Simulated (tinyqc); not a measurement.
# Capacitance measurement on a leaky thin oxide: effects of series resistance and leakage: what changes with what

The device is a capacitance C in parallel with a leakage conductance G, in series with Rs and Ls. An impedance meter reports either a parallel pair (Cp, Gp) from Y = 1/Z = Gp + i w Cp or a series pair (Cs, Rm) from Z = Rm + 1/(i w Cs); w = 2 pi f, dissipation D = Gp/(w |Cp|).

Values chosen for this exercise; values of the order met in thin-oxide MOS capacitors: relative permittivity of the gate insulator (close to silicon dioxide) eox = 3.9; insulator thickness tox = 2.7 nm; gate area A = 100 um^2; oxide-equivalent thickness added by the accumulation layer zc = 0.37 nm; oxide-equivalent thickness added by gate depletion zp = 0 nm; gate leakage current density, not matched to the thickness Jg = 0.018 A/cm^2; voltage for an e-fold rise of the leakage Vs = 0.3 V; series resistance Rs = 43 ohm; series inductance Ls = 0 nH; measuring frequency f = 2e5 Hz.

Constants: eps0 = 8.8541878128e-14 F/cm where lengths are in cm. Results are converted to the units shown.

Each table varies one quantity; the others keep the values above.

## Readings against frequency

EOT = 3.9 tox/eox; CET = EOT + zc + zp; C = 3.9 eps0 A/CET; G = Jg A/Vs. Z = Rs + i w Ls + 1/(G + i w C); CET read from Cp = 3.9 eps0 A/Cp; errors under 0.001 % are printed as 0.

The same in every row: C (pF) = 1.125.

Readings against frequency:

| f (Hz) | Cp (pF) | Cs (pF) | D | error of Cp (%) | error of Cs (%) | CET read from Cp (nm) |
|---|---|---|---|---|---|---|
| 1000 | 1.125 | 82.20 | 8.490 | 0 | 7210 | 3.070 |
| 3000 | 1.125 | 10.13 | 2.830 | 0 | 801 | 3.070 |
| 10000 | 1.125 | 1.936 | 0.8490 | 0 | 72.1 | 3.070 |
| 30000 | 1.125 | 1.215 | 0.2830 | 0 | 8.01 | 3.070 |
| 1e5 | 1.125 | 1.133 | 0.08493 | 0 | 0.721 | 3.070 |
| 3e5 | 1.125 | 1.126 | 0.02839 | 0 | 0.0801 | 3.070 |
| 1e6 | 1.125 | 1.125 | 0.008794 | 0 | 7.21e-3 | 3.070 |
| 3e6 | 1.125 | 1.125 | 0.003742 | 0 | 0 | 3.070 |
| 1e7 | 1.125 | 1.125 | 0.003888 | -1.44e-3 | 0 | 3.070 |
| 3e7 | 1.125 | 1.125 | 0.009400 | -8.83e-3 | 0 | 3.070 |

D goes from 8.49 through a minimum of 0.00374 (at f = 3e6 Hz among the rows listed) to 0.00940; without inductance its minimum lies at f = sqrt(G (1 + G Rs)/Rs)/(2 pi C) = 5.29e6 Hz. The error of Cp goes from 0 to -0.00883 % and that of Cs from 7210 to 0 %; at low frequency Cp tends to C/(1 + G Rs)^2 and Cs grows as 1 + (G/(w C))^2. One of the two readings is within 2 % of C for f = 1000, 3000, 10000, 30000, 1e5, 3e5, 1e6, 3e6, 1e7, 3e7 Hz. For f = 1000, 3000 D exceeds 1, where the accuracy of real meters degrades in proportion to sqrt(1 + D^2).

## Effect of the gate leakage current density, not matched to the thickness

Same model as above.

The same in every row: C (pF) = 1.1248.

Results:

| Jg (A/cm^2) | Cp (pF) | Cs (pF) | D | error of Cp (%) | error of Cs (%) | CET read from Cp (nm) |
|---|---|---|---|---|---|---|
| 1e-5 | 1.1248 | 1.1248 | 8.4362e-5 | 0 | 0 | 3.0700 |
| 0.001 | 1.1248 | 1.1248 | 0.0024191 | 0 | 0 | 3.0700 |
| 0.02 | 1.1248 | 1.1273 | 0.047226 | 0 | 0.222 | 3.0700 |
| 0.2 | 1.1247 | 1.3750 | 0.47173 | -5.73e-3 | 22.2 | 3.0702 |
| 2 | 1.1242 | 26.147 | 4.7180 | -0.0573 | 2220 | 3.0718 |
| 30 | 1.1152 | 5631.1 | 71.052 | -0.854 | 5.01e5 | 3.0965 |
| 300 | 1.0340 | 5.6300e5 | 737.90 | -8.08 | 5.01e7 | 3.3397 |

Estimate the missing row, Jg = 0.0001 A/cm^2.

Computed row:

| Jg (A/cm^2) | Cp (pF) | Cs (pF) | D | error of Cp (%) | error of Cs (%) | CET read from Cp (nm) |
|---|---|---|---|---|---|---|
| 0.0001 | 1.1248 | 1.1248 | 2.9661e-4 | 0 | 0 | 3.0700 |

With this row back in the table: As Jg goes from 1e-5 to 300, the error of Cp goes from 0 to -8.08 %, that of Cs from 0 to 5.01e7 %, and D rises from 8.44e-5 to 738. The CET read from Cp goes from 3.07 to 3.34 nm against the true 3.07 nm. For Jg = 2, 30, 300 D exceeds 1, where the accuracy of real meters degrades in proportion to sqrt(1 + D^2).

Program tinyqc, `OMP_NUM_THREADS=1 python tinyqc.py 2022208 2022209 out.jsonl`; Intel Xeon 2.30GHz, shared host, one thread, about 0.01 s.
